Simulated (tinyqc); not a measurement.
# Which input was changed?

Model: cluster expansion of a binary alloy: correlations, fit, cross-validation and ground states. Computed by tinyqc, a small Python program. Command: `OMP_NUM_THREADS=1 python tinyqc.py 3013283 3013284 out.jsonl clex which`. One thread of a shared host (Intel(R) Xeon(R) Processor @ 2.30GHz), about 0.2 s of CPU time with the checks.

s = +1 for A and -1 for B. Energy per site E = J0 + J1 P(point) + sum over clusters of m V P, with P the mean product of spins; V > 0 on a pair favours unlike neighbours. Clusters per site m: pair 1 2, pair 2 2, pair 3 2, triplet 4; the triplet is two first-neighbour bonds at a right angle. Formation energies are counted from the line between pure A and pure B, which removes J0 and J1.

Inputs (values chosen for the exercise, for a model alloy):
```
quantity,value,unit
first-pair interaction V1,28.2,meV
second-pair interaction V2,3.9,meV
third-pair interaction V3,2.5,meV
triplet interaction Vt,-7,meV
noise amplitude,6,meV/site
temperature T,2700,K
fraction x of B,0.35,-
```

Lattice: square.

correlations P, counted on periodic cells:
```
,point,pair 1,pair 2,pair 3,triplet
A,1.000000,1.000000,1.000000,1.000000,1.000000
A3B p(2x2),0.500000,0.000000,0.000000,1.000000,-0.500000
A3B c(4x2),0.500000,0.000000,0.000000,0.500000,-0.500000
A2B diagonal rows,0.333333,-0.333333,0.333333,-0.333333,-0.333333
A2B rows,0.333333,0.333333,-0.333333,0.333333,0.333333
AB c(2x2),0.000000,-1.000000,1.000000,1.000000,0.000000
AB p(2x1),0.000000,0.000000,-1.000000,1.000000,0.000000
A2B2 rows,0.000000,0.500000,0.000000,0.000000,0.000000
AB2 diagonal rows,-0.333333,-0.333333,0.333333,-0.333333,0.333333
AB2 rows,-0.333333,0.333333,-0.333333,0.333333,-0.333333
AB3 p(2x2),-0.500000,0.000000,0.000000,1.000000,0.500000
AB3 c(4x2),-0.500000,0.000000,0.000000,0.500000,0.500000
B,-1.000000,1.000000,1.000000,1.000000,-1.000000
```

standard normal numbers for the noise (0 for the pure ends): A 0.000, A3B p(2x2) 1.822, A3B c(4x2) -0.021, A2B diagonal rows -0.491, A2B rows 0.668, AB c(2x2) -1.502, AB p(2x1) -0.236, A2B2 rows -0.309, AB2 diagonal rows -1.571, AB2 rows -1.740, AB3 p(2x2) 0.574, AB3 c(4x2) -1.162, B 0.000

Constants: k_B = 8.617333262e-05 eV/K.

Method:
- Design matrix of formation energies: m (P - 1) for pairs and m (P(triplet) - P(point)) for the triplet; x = (1 - P(point))/2.
- Exact: X V with V = (V1, V2, V3, Vt). The data to fit add the noise amplitude times the normal numbers, standing for what the clusters leave out.
- For each set, H = X (X^T X)^-1 X^T over the structures between the ends; residual e = E - H E; leave-one-out error e_i/(1 - H_ii); both as root mean squares.
- Random alloy: P(pair) = p^2, P(triplet) = p^3, p = 1 - 2x, so H_mix = (p^2 - 1) sum m V(pairs) + (p^3 - p) m Vt; G_mix = H_mix + k_B T [x ln x + (1 - x) ln(1 - x)]. To first order in 1/T the Warren-Cowley parameter of shell 1 is alpha_1 = -(1 - p^2) V_eff/(k_B T), V_eff = V1 + (number of triplets on a first-neighbour bond) p Vt, that number being 4.

Task: One of these inputs alone was changed, within the range given: first-pair interaction V1 (14.1 to 56.4); third-pair interaction V3 (1.25 to 5); triplet interaction Vt (-14 to -3.5); fraction x of B (0.175 to 0.7). Which one, and to what value?

Results:
```
run,alpha_1,mixing free energy G_mix (meV/site),leave-one-out error without pair 3 (meV/site)
before,-0.07744082,-205.9681,9.234025
after,-0.04849829,-192.5001,9.234025
```

Result:

Each candidate set to reproduce alpha_1, and what it then gives:
```
candidate,range searched,value needed,mixing free energy G_mix (meV/site),leave-one-out error without pair 3 (meV/site)
first-pair interaction V1 (meV),14.1 to 56.4,20.80,-192.50,9.2340
third-pair interaction V3 (meV),1.25 to 5,no effect,-,-
triplet interaction Vt (meV),-14 to -3.5,-13.17,-199.23,9.2340
fraction x of B,0.175 to 0.7,0.2589,-175.83,9.2340
```

Only first-pair interaction V1 fits every result: it went from 28.2 to 20.8 meV. The next best candidate, triplet interaction Vt, misses one result by 3.5 %.
